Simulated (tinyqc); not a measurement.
Inside a calculation: two-band k.p model of the X valleys of a zinc-blende crystal. Values are carried at full precision from step to step, so a last printed digit may differ when a step is redone from the rounded ones.

With x = D/D0: for x < 1 the minima lie at k_m = sqrt(ml D0 (1 - x^2)/(4 c)), the hump at X has the height dE = (D0/4)(1 - x)^2 and the mass at the minimum is ml/(1 - x^2); the mass at X is ml/(1 - 1/x), negative for x < 1. For x > 1 the minimum is at X.

Constants: hbar^2/2m0 = 3.80998211 eV angstrom^2; kB = 8.617333262e-05 eV/K.

Parameters, chosen for this exercise (of the order of those of GaP; shifted at random, so the results belong to these values and not to a real crystal):
```
symbol  value  unit        meaning
D       0.326  eV          splitting of the two conduction levels at X
D0      0.377  eV          coupling energy
ml      0.956  m0          mass along the axis from remote bands
k       0.057  1/angstrom  wave vector from X
kmax    0.15   1/angstrom  end of the path
mt      0.251  m0          transverse mass
T       150    K           temperature
```

## Shape of the lower band

Give x, k_m, dE and both masses.

x = 0.8647
k_m = 0.07724 1/angstrom
dE = 1.725 meV
mass at the minimum = 3.790 m0
mass at X = -6.111 m0

The coupling wins over the splitting, so each X point carries two minima; the hump equals kT at 20 K.

## The matrix at one k

k along the valley axis, counted from X, c = hbar^2/2m0, e = c k^2/ml. H = [[e - D/2, i P k], [-i P k, e + D/2]] with P^2 = D0 c/ml, so E = e -/+ sqrt(D^2/4 + D0 e). For D = 0 (diamond lattice) the bands cross at X.

Give P, the matrix, its levels and the weight of the lower X state in the lower band.

P = 1.2258 eV angstrom

H (eV):
```
          1        2
1   -0.1501  0.0699i
2  -0.0699i   0.1759
```

levels (eV): -0.1644  0.1903

weight = 0.9596

## Dispersion along the axis

Nine points; energies of the lower band from its minimum, against a parabola about the minimum with the mass there.

Results:
```
k (1/angstrom)  lower band (meV)  parabola (meV)  gap to the upper band (eV)
0.0000                      1.72            6.00                      0.3260
0.0187                      1.51            3.44                      0.3292
0.0375                      0.97            1.59                      0.3387
0.0563                      0.35            0.44                      0.3540
0.0750                      0.00            0.01                      0.3743
0.0938                      0.32            0.27                      0.3989
0.1125                      1.66            1.25                      0.4270
0.1313                      4.36            2.93                      0.4580
0.1500                      8.68            5.32                      0.4914
```

At kmax the band lies at 8.7 meV and the parabola at 5.3 meV: far from X the curvature returns to 1/ml, so the band is steeper than the parabola of the minimum.

## Thermal masses

Thermal masses along the axis for one X point, lower band, E from the minimum, on 1601 points from -0.8 to 0.8 1/angstrom: density-of-states mass m_d = c I^2/(pi kT), I = integral of exp(-E/kT) dk; conductivity mass m_c = 2 c kT/<(dE/dk)^2> with central differences.

Give m_d, m_c and Nc = 3 x 2 (kT/(4 pi c))^(3/2) mt sqrt(m_d) for three X points; 1 angstrom^-3 = 1e24 cm^-3.

m_d = 8.249 m0
m_c = 3.565 m0
Nc = 1.919e+19 cm^-3

Two separate parabolic minima would give m_d = 4 x 3.790 = 15.159; kT/dE = 7.49.

## Checks

- Height of the hump by numerical search against the closed form (meV): both 1.725.
- Thermal masses without coupling against ml: both 0.9560.

Computed by tinyqc, a small Python program: `OMP_NUM_THREADS=1 python tinyqc.py 1880960 1880961 out.jsonl` (the numbers bound the seed that draws the inputs); one thread of a shared host (Intel(R) Xeon(R) Processor @ 2.30GHz), about 0.01 s for the whole set of steps.
